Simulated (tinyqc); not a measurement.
From results back to parameters: valence-band offset from core levels. Five cases, with inputs chosen for the exercise.

Problem. At an interface of A and B the binding energy of the core level of B exceeds that of A by dCL. Binding energy of a core level = (EF - Ev) + CL, with one Fermi level for both sides. Find dEv = Ev(A) - Ev(B) and dEc = Eg2 - Eg1 - dEv with the corrected (second) gaps.

Case 1.

Values chosen (out of a larger set: gaps near those of Si and Ge; not measured data): CL = (27.37, 30.55) eV (depth of a core level below the valence top in bulk A and bulk B); Eg1 = (0.6, 1.13) eV (gap of A: semi-local value, corrected value); Eg2 = (0.1, 0.74) eV (gap of B: semi-local value, corrected value).

dCL = 2.6061 eV

Case 2.

Values chosen (out of a larger set: gaps near those of GaAs and Ge; not measured data): CL = (86.55, 27.72) eV (depth of a core level below the valence top in bulk A and bulk B); Eg1 = (0.52, 1.57) eV (gap of A: semi-local value, corrected value); Eg2 = (0.1, 0.74) eV (gap of B: semi-local value, corrected value).

dCL = -59.2718 eV

Case 3.

Values chosen (out of a larger set: gaps near those of Si and SiO2; not measured data): CL = (63.54, 34.07) eV (depth of a core level below the valence top in bulk A and bulk B); Eg1 = (0.57, 1.12) eV (gap of A: semi-local value, corrected value); Eg2 = (5.42, 9.06) eV (gap of B: semi-local value, corrected value).

dCL = -24.8982 eV

Case 4.

Values chosen (out of a larger set: gaps near those of Si and HfO2; not measured data): CL = (64.84, 72.77) eV (depth of a core level below the valence top in bulk A and bulk B); Eg1 = (0.58, 1.22) eV (gap of A: semi-local value, corrected value); Eg2 = (4.15, 5.73) eV (gap of B: semi-local value, corrected value).

dCL = 11.0916 eV

Case 5.

Values chosen (out of a larger set: gaps near those of Si and GaP; not measured data): CL = (96.39, 93.84) eV (depth of a core level below the valence top in bulk A and bulk B); Eg1 = (0.58, 1.21) eV (gap of A: semi-local value, corrected value); Eg2 = (1.55, 2.27) eV (gap of B: semi-local value, corrected value).

dCL = -1.7416 eV

Find: dEv; dEc.

Solution. dCL = (EF - Ev(B)) + CL_B - (EF - Ev(A)) - CL_A = dEv + CL_B - CL_A; the Fermi level drops out.

Case 1.

dEv = -0.57 eV
dEc = 0.18 eV

Case 2.

dEv = -0.44 eV
dEc = -0.39 eV

Case 3.

dEv = 4.57 eV
dEc = 3.37 eV

Case 4.

dEv = 3.16 eV
dEc = 1.35 eV

Case 5.

dEv = 0.81 eV
dEc = 0.25 eV

Computed by tinyqc, one run a case: `OMP_NUM_THREADS=1 python tinyqc.py N N+1 out.jsonl` with N = 1881085, 1881099, 1881134, 1881135, 1881139; one thread of a shared Intel(R) Xeon(R) Processor @ 2.30GHz, about 0.01 s a run at most.
